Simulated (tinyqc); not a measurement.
Worked calculation: pair of shallow donors (hydrogen-like orbitals). Values are carried at full precision from step to step, so a last printed digit may differ when a step is redone from the rounded ones.

Each donor has the orbital exp(-r/a); energy unit Ha* = q/(eps a), q = e^2/(4 pi eps0), so that a lone donor is bound by Ha*/2; x = R/a. One electron: S = (1 + x + x^2/3) exp(-x), j = 1/x - (1 + 1/x) exp(-2x), k = (1 + x) exp(-x); levels E(+/-) = -1/2 - (j +/- k)/(1 +/- S) in Ha*, without the repulsion of the ions, split by D = |E(-) - E(+)|. In six valleys the overlaps S and k are multiplied by v = [cos(K Rx) + cos(K Ry) + cos(K Rz)]/3, K = k0 (2 pi/a_lat), for isotropic envelopes and the symmetric valley state.

Constants: e^2/(4 pi eps0) = 14.39964547 eV angstrom; hbar = 6.58211957e-16 eV s.

Values chosen for the exercise (near those of two donors in Si; not measured data): a = 18.3 angstrom (orbital radius); eps = 11.5 (dielectric constant); n = (19.25, 0.25, 0.25) a_lat (separation vector); a_lat = 5.431 angstrom (lattice constant); k0 = 0.85 2 pi/a_lat (valley position); dV = 0.42 D (detuning between the donors, in units of D).

## Distance and integrals

Give Ha*, R, x, S, j, k and v.

Ha* = 68.423 meV
R = 104.56 angstrom
x = 5.7139

S, j, k: 0.05807  0.17500  0.02215

v = -0.0609

## One electron on two donors

Give both levels, the splitting D = |E(-) - E(+)| and the tunnelling frequency D/(2 pi hbar).

E(+), E(-) (meV): -46.135  -46.235

D = 0.09987 meV
frequency = 24.15 GHz

The second ion deepens the mean level by 11.97 meV, against Ha*/x = 11.97 meV for a point charge. Without the valley factor D would be 1.65 meV; v is negative, so the odd combination lies lower.

## Detuning by a gate

Two-level picture for one electron: with detuning u = dV D the splitting is sqrt(D^2 + u^2) and the lower state has weight (1 + u/sqrt(D^2 + u^2))/2 on the lower donor; the field needed is u/(e R), 1 meV/angstrom = 100 kV/cm.

splitting = 0.1083 meV
weight = 0.694
field = 0.0401 kV/cm

## Two electrons and exchange

Two electrons, Heitler-London: with S' = (1 - x + x^2/3) exp(x), C = 1/x - exp(-2x)(1/x + 11/8 + 3x/4 + x^2/6), X = (1/5){exp(-2x)(25/8 - 23x/4 - 3x^2 - x^3/3) + (6/x)[S^2 (0.5772157 + ln x) + S'^2 Ei(-4x) - 2 S S' Ei(-2x)]}, Q = C - 2j + 1/x and A = X - 2 S k + S^2/x, the singlet and triplet lie at (Q +/- w A)/(1 +/- w S^2) from two lone donors, with the valley weight w = v^2; the exchange is J = triplet - singlet.

Give C, X, Q, A and J.

C, X, Q, A (Ha*): 0.1749  0.001266  -9.720e-05  -0.0007168

J = 0.363 micro-eV

A swap of the two spins takes pi hbar/J = 5.7 ns (hbar = 6.58212e-16 eV s). Against the one-electron splitting D = 0.0999 meV, J/D = 0.0036: exchange needs both electrons to tunnel and falls as exp(-2x), D as exp(-x).

## Checks

- Heitler-London binding at x = 1.6425 against the known 0.1160 hartree: both 0.1160.
- Overlap S by quadrature in spheroidal coordinates against the formula: both 0.05807.

tinyqc: `OMP_NUM_THREADS=1 python tinyqc.py 1251498 1251499 out.jsonl`; about 0.01 s, one thread, shared Intel(R) Xeon(R) Processor @ 2.30GHz.
